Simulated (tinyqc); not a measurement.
sp3s* tight binding: one step. Levels at this k. The numbers come from values chosen for the exercise (near a published set for Si, fitted to gaps, whose masses and valley positions are rough).

H(k) (eV), rows sa, xa, ya, za, s*a, sc, xc, yc, zc, s*c and columns alike:
```
[[-4.241000, 0, 0, 0, 0, -6.497733+0.438928i, -0.818228+1.729515i, -0.780906+1.812174i, -0.684764+2.066608i, 0],
 [0, 1.729000, 0, 0, 0, 0.818228-1.729515i, 1.352340-0.091352i, -0.548973+1.656794i, -0.626050+1.452815i, 0.767638-1.622581i],
 [0, 0, 1.729000, 0, 0, 0.780906-1.812174i, -0.548973+1.656794i, 1.352340-0.091352i, -0.655971+1.386548i, 0.732624-1.700130i],
 [0, 0, 0, 1.729000, 0, 0.684764-2.066608i, -0.626050+1.452815i, -0.655971+1.386548i, 1.352340-0.091352i, 0.642425-1.938832i],
 [0, 0, 0, 0, 6.746000, 0, -0.767638+1.622581i, -0.732624+1.700130i, -0.642425+1.938832i, 0],
 [-6.497733-0.438928i, 0.818228+1.729515i, 0.780906+1.812174i, 0.684764+2.066608i, 0, -4.241000, 0, 0, 0, 0],
 [-0.818228-1.729515i, 1.352340+0.091352i, -0.548973-1.656794i, -0.626050-1.452815i, -0.767638-1.622581i, 0, 1.729000, 0, 0, 0],
 [-0.780906-1.812174i, -0.548973-1.656794i, 1.352340+0.091352i, -0.655971-1.386548i, -0.732624-1.700130i, 0, 0, 1.729000, 0, 0],
 [-0.684764-2.066608i, -0.626050-1.452815i, -0.655971-1.386548i, 1.352340+0.091352i, -0.642425-1.938832i, 0, 0, 0, 1.729000, 0],
 [0, 0.767638+1.622581i, 0.732624+1.700130i, 0.642425+1.938832i, 0, 0, 0, 0, 0, 6.746000]]
```

Task: Diagonalise H, which belongs to k = (0.23, 0.24, 0.27) (2 pi/a). Four bands are filled (two electrons each); give the make-up of band 5, the lowest empty one.

Give: levels; weights of band 5; weight of band 5 on atom a.

Result:

levels (eV): [-11.5938, -3.9103, -0.8575, -0.7650, 2.4007, 3.9297, 4.2433, 4.3188, 8.1953, 9.4228]

weights of band 5: s 0.189, p 0.517, s* 0.294

weight of band 5 on atom a = 0.500

The vertical gap at this k is 3.1657 eV; band 5 is mostly p-like.

Program tinyqc; command `OMP_NUM_THREADS=1 python tinyqc.py 1481851 1481852 out.jsonl`; about 0.1 s on one thread of a shared Intel(R) Xeon(R) Processor @ 2.30GHz.
